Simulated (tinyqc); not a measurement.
Alloy A(1-x)B(x) by interpolation with bowing: sweeps and comparisons. A value that a table varies takes the place of the one given here.

Each gap follows E(x) = (1 - x) E_A + x E_B - C x (1 - x); the lattice constant follows Vegard, a(x) = (1 - x) a_A + x a_B.

Mass at Gamma from the Kane formula 1/m = F + Ep (Eg + 2 Dso/3)/(Eg (Eg + Dso)). F is fixed by the masses of A and B and interpolated linearly, as is Ep; Eg and Dso carry their bowing.

Constants: hc = 1239.841984 eV nm.

Inputs chosen for the exercise (A near Ge, B near Si; not measured data):

| symbol | value | unit | meaning |
|---|---|---|---|
| a | (5.659, 5.434) | angstrom | lattice constant of A, B |
| Eg | (0.899, 4.233) | eV | gap at Gamma to the s-like level of A, B |
| EgX | (0.929, 1.162) | eV | gap to the lowest valley along Gamma-X of A, B |
| EgL | (0.742, 2.103) | eV | gap to L of A, B |
| C | (0.23, 0.278, 0) | eV | bowing of the Gamma, X and L gaps |
| Dso | (0.288, 0.044) | eV | spin-orbit splitting of A, B |
| Ep | (26.2, 21.6) | eV | Kane energy of A, B |
| me | (0.0375, 0.1991) | m0 | electron mass at Gamma of A, B |
| Cs | 0 | eV | bowing of Dso |
| x | 0.07 |  | fraction of B |

## Gaps across the alloy

Eleven compositions.

Gaps (eV):

| x | a (angstrom) | Gamma | X | L | lowest | wavelength (nm) |
|---|---|---|---|---|---|---|
| 0.0 | 5.6590 | 0.899 | 0.929 | 0.742 | L | 1671 |
| 0.1 | 5.6365 | 1.212 | 0.927 | 0.878 | L | 1412 |
| 0.2 | 5.6140 | 1.529 | 0.931 | 1.014 | X | 1332 |
| 0.3 | 5.5915 | 1.851 | 0.941 | 1.150 | X | 1318 |
| 0.4 | 5.5690 | 2.177 | 0.955 | 1.286 | X | 1298 |
| 0.5 | 5.5465 | 2.509 | 0.976 | 1.423 | X | 1270 |
| 0.6 | 5.5240 | 2.844 | 1.002 | 1.559 | X | 1237 |
| 0.7 | 5.5015 | 3.184 | 1.034 | 1.695 | X | 1199 |
| 0.8 | 5.4790 | 3.529 | 1.071 | 1.831 | X | 1158 |
| 0.9 | 5.4565 | 3.879 | 1.114 | 1.967 | X | 1113 |
| 1.0 | 5.4340 | 4.233 | 1.162 | 2.103 | X | 1067 |

The lowest valley changes at x = 0.137 (L to X, gap 0.928 eV). The Gamma gap is monotonic, since its bowing (0.23 eV) is smaller than the difference of the end gaps (3.334 eV); at x = 0.5 bowing lowers it by C/4 = 0.058 eV.

## Three ways to interpolate a mass

Linear in m, linear in 1/m, and the Kane formula.

Masses (m0):

| x | Eg (eV) | linear in m | linear in 1/m | Kane | Kane m/Eg (1/eV) |
|---|---|---|---|---|---|
| 0.000 | 0.899 | 0.0375 | 0.0375 | 0.0375 | 0.0417 |
| 0.125 | 1.291 | 0.0577 | 0.0417 | 0.0536 | 0.0416 |
| 0.250 | 1.689 | 0.0779 | 0.0470 | 0.0707 | 0.0419 |
| 0.375 | 2.095 | 0.0981 | 0.0539 | 0.0889 | 0.0424 |
| 0.500 | 2.509 | 0.1183 | 0.0631 | 0.1082 | 0.0431 |
| 0.625 | 2.929 | 0.1385 | 0.0761 | 0.1288 | 0.0440 |
| 0.750 | 3.356 | 0.1587 | 0.0958 | 0.1508 | 0.0449 |
| 0.875 | 3.791 | 0.1789 | 0.1294 | 0.1742 | 0.0459 |
| 1.000 | 4.233 | 0.1991 | 0.1991 | 0.1991 | 0.0470 |

At x = 0.5 the three give 0.1183, 0.0631 and 0.1082; judged by the largest distance, the Kane value is closer to the interpolation in m (largest distances 0.0101 m0 from the rule in m, 0.0549 m0 from the rule in 1/m). The ratio m/Eg varies by a factor of 1.13 while the gap varies by 4.71; a constant ratio is the two-band rule m = Eg/Ep at fixed Ep.

## What each parameter does

Gaps at x and the Kane mass. Each row changes one parameter from the base and keeps the others.

Results:

| case | Gamma (eV) | X (eV) | L (eV) | mass (m0) |
|---|---|---|---|---|
| base | 1.1174 | 0.9272 | 0.8373 | 0.0464 |
| x = 0.03 | 0.9923 | 0.9279 | 0.7828 | 0.0413 |
| C = (0.33, 0.378, 0.1) eV | 1.1109 | 0.9207 | 0.8308 | 0.0462 |
| Eg = (0.944, 4.233) eV | 1.1593 | 0.9272 | 0.8373 | 0.0456 |
| EgX = (0.929, 1.104) eV | 1.1174 | 0.9232 | 0.8373 | 0.0464 |
| EgL = (0.705, 2.103) eV | 1.1174 | 0.9272 | 0.8029 | 0.0464 |
| Ep = (28.8, 23.8) eV | 1.1174 | 0.9272 | 0.8373 | 0.0472 |
| Cs = 0.05 eV | 1.1174 | 0.9272 | 0.8373 | 0.0464 |

The largest shifts from the base row, up to three for each result and ties (the steps differ in size, so this ranks the rows, not the parameters). Gamma (eV): x -0.1251, Eg +0.0418, C -0.0065; unchanged at the printed digits by EgX, EgL, Ep and Cs. X (eV): C -0.0065, EgX -0.0041, x +0.0007; unchanged at the printed digits by Eg, EgL, Ep and Cs. L (eV): x -0.0544, EgL -0.0344, C -0.0065; unchanged at the printed digits by Eg, EgX, Ep and Cs. mass (m0): x -0.0051, Eg -0.0008, Ep +0.0008; unchanged at the printed digits by EgX, EgL and Cs.

Run: tinyqc, `OMP_NUM_THREADS=1 python tinyqc.py 1080894 1080895 out.jsonl`; Intel(R) Xeon(R) Processor @ 2.30GHz, one thread, shared host; about 0.01 s of CPU time with all checks.
